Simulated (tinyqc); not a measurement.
Inside a calculation. Method: sp3 tight binding, zinc-blende lattice. Computed by tinyqc, a small Python program that keeps every step. Command: `OMP_NUM_THREADS=1 python tinyqc.py 20828 20829 out.jsonl` (the two numbers bound the seeds that draw the settings). One thread of a shared host (Intel(R) Xeon(R) Processor @ 2.60GHz), about 0.01 s of CPU time with the checks.

## Bloch Hamiltonian at k

Parameters chosen for this model: zinc-blende lattice, anion at 0, cation at a/4 (1,1,1); V = eta hbar^2 / (m d^2), hbar^2/m = 7.619964 eV angstrom^2:
```
parameter          value      unit
a               5.530000  angstrom
d               2.394560  angstrom
Es anion      -18.780000        eV
Ep anion       -8.760000        eV
Es cation     -13.560000        eV
Ep cation      -6.040000        eV
eta ss         -1.320000
eta sp          1.420000
eta pp sigma    2.220000
eta pp pi      -0.630000
V ss           -1.754185        eV
V sp            1.887077        eV
V pp sigma      2.950220        eV
V pp pi        -0.837225        eV
```

k point k (2 pi / a): [0.690000, 0.530000, -0.640000]

Slater-Koster rules over the four bonds with direction cosines (l, m, n): ss V_ss; s-px l V_sp; px-s -l V_sp; px-px l^2 V_pps + (1 - l^2) V_ppp; px-py l m (V_pps - V_ppp); each times exp(i k.d).

H(k) at k (eV), order a s, a px, a py, a pz, c s, c px, c py, c pz:
$$\begin{pmatrix}
-18.780000 & 0.000000 & 0.000000 & 0.000000 & -1.184032-3.872565i & 1.273492+1.388909i & 2.188570+0.808182i & -1.526391-1.158788i \\
0.000000 & -8.760000 & 0.000000 & 0.000000 & -1.273492-1.388909i & 0.287038+0.938804i & -1.768731-1.342765i & 2.536042+0.936495i \\
0.000000 & 0.000000 & -8.760000 & 0.000000 & -2.188570-0.808182i & -1.768731-1.342765i & 0.287038+0.938804i & 1.475679+1.609421i \\
0.000000 & 0.000000 & 0.000000 & -8.760000 & 1.526391+1.158788i & 2.536042+0.936495i & 1.475679+1.609421i & 0.287038+0.938804i \\
-1.184032+3.872565i & -1.273492+1.388909i & -2.188570+0.808182i & 1.526391-1.158788i & -13.560000 & 0.000000 & 0.000000 & 0.000000 \\
1.273492-1.388909i & 0.287038-0.938804i & -1.768731+1.342765i & 2.536042-0.936495i & 0.000000 & -6.040000 & 0.000000 & 0.000000 \\
2.188570-0.808182i & -1.768731+1.342765i & 0.287038-0.938804i & 1.475679-1.609421i & 0.000000 & 0.000000 & -6.040000 & 0.000000 \\
-1.526391+1.158788i & 2.536042-0.936495i & 1.475679-1.609421i & 0.287038-0.938804i & 0.000000 & 0.000000 & 0.000000 & -6.040000
\end{pmatrix}$$

## Levels at k

Diagonalise the Hermitian matrix.

eigenvalues (eV): [-21.717929, -14.837744, -11.127561, -10.944166, -7.840608, -4.062669, -3.742641, -2.466682]

weights |c|^2 of the basis functions, order a s, a px, a py, a pz, c s, c px, c py, c pz:
$$\begin{pmatrix}
0.741925 & 0.105496 & 0.003860 & 0.003873 & 0.121141 & 0.004571 & 0.000528 & 0.018606 \\
0.001637 & 0.114081 & 0.452333 & 0.013810 & 0.104993 & 0.036638 & 0.151349 & 0.125158 \\
0.004556 & 0.128029 & 0.098487 & 0.306068 & 0.156225 & 0.209554 & 0.000082 & 0.096999 \\
0.002241 & 0.114767 & 0.122964 & 0.363264 & 0.077063 & 0.040960 & 0.161714 & 0.117027 \\
0.216066 & 0.395851 & 0.009884 & 0.009731 & 0.347020 & 0.002078 & 0.000315 & 0.019055 \\
0.008680 & 0.051867 & 0.195040 & 0.011878 & 0.072262 & 0.097238 & 0.337887 & 0.225147 \\
0.015240 & 0.042646 & 0.048139 & 0.136328 & 0.069384 & 0.505407 & 0.000177 & 0.182680 \\
0.009654 & 0.047264 & 0.069294 & 0.155047 & 0.051912 & 0.103554 & 0.347948 & 0.215328
\end{pmatrix}$$

## Bloch Hamiltonian at L

k point L (2 pi / a): [0.500000, 0.500000, 0.500000]

As before.

H(k) at L (eV), order a s, a px, a py, a pz, c s, c px, c py, c pz:
$$\begin{pmatrix}
-18.780000 & 0.000000 & 0.000000 & 0.000000 & -2.480792+2.480792i & -1.540792+1.540792i & -1.540792+1.540792i & -1.540792+1.540792i \\
0.000000 & -8.760000 & 0.000000 & 0.000000 & 1.540792-1.540792i & 0.601404-0.601404i & -1.785418+1.785418i & -1.785418+1.785418i \\
0.000000 & 0.000000 & -8.760000 & 0.000000 & 1.540792-1.540792i & -1.785418+1.785418i & 0.601404-0.601404i & -1.785418+1.785418i \\
0.000000 & 0.000000 & 0.000000 & -8.760000 & 1.540792-1.540792i & -1.785418+1.785418i & -1.785418+1.785418i & 0.601404-0.601404i \\
-2.480792-2.480792i & 1.540792+1.540792i & 1.540792+1.540792i & 1.540792+1.540792i & -13.560000 & 0.000000 & 0.000000 & 0.000000 \\
-1.540792-1.540792i & 0.601404+0.601404i & -1.785418-1.785418i & -1.785418-1.785418i & 0.000000 & -6.040000 & 0.000000 & 0.000000 \\
-1.540792-1.540792i & -1.785418-1.785418i & 0.601404+0.601404i & -1.785418-1.785418i & 0.000000 & 0.000000 & -6.040000 & 0.000000 \\
-1.540792-1.540792i & -1.785418-1.785418i & -1.785418-1.785418i & 0.601404+0.601404i & 0.000000 & 0.000000 & 0.000000 & -6.040000
\end{pmatrix}$$

## Levels at L

As before.

eigenvalues (eV): [-21.339468, -15.529666, -11.039154, -11.039154, -8.081349, -3.760846, -3.760846, -2.189517]

## Bands along a path

The same steps at evenly spaced points between the labelled ones.

Bands along the path (eV):
```
k             band 1      band 2      band 3      band 4     band 5     band 6     band 7     band 8
L         -21.339468  -15.529666  -11.039154  -11.039154  -8.081349  -3.760846  -3.760846  -2.189517
L-G 0.33  -22.103834  -14.255597  -10.734420  -10.734420  -7.996210  -4.065580  -4.065580  -2.784359
L-G 0.67  -23.210432  -11.683800  -10.020722  -10.020722  -7.990334  -4.779278  -4.779278  -4.255434
G         -23.656436   -9.577865   -9.577865   -9.577865  -8.683564  -5.222135  -5.222135  -5.222135
G-X 0.33  -23.054615  -11.638725  -10.624152  -10.624152  -7.348236  -5.098424  -4.175848  -4.175848
G-X 0.67  -21.460306  -14.399502  -12.058249  -12.058249  -6.449571  -4.830621  -2.741751  -2.741751
X         -20.128110  -16.135171  -12.629852  -12.629852  -6.184829  -4.691890  -2.170148  -2.170148
X-W 0.33  -20.128110  -16.135171  -12.629852  -12.629852  -6.184829  -4.691890  -2.170148  -2.170148
X-W 0.67  -20.128110  -16.135171  -12.629852  -12.629852  -6.184829  -4.691890  -2.170148  -2.170148
W         -20.128110  -16.135171  -12.629852  -12.629852  -6.184829  -4.691890  -2.170148  -2.170148
```

With 4 band(s) filled, the highest filled level on these points lies at G and the lowest empty one at G: a gap of 0.8943 eV, direct.
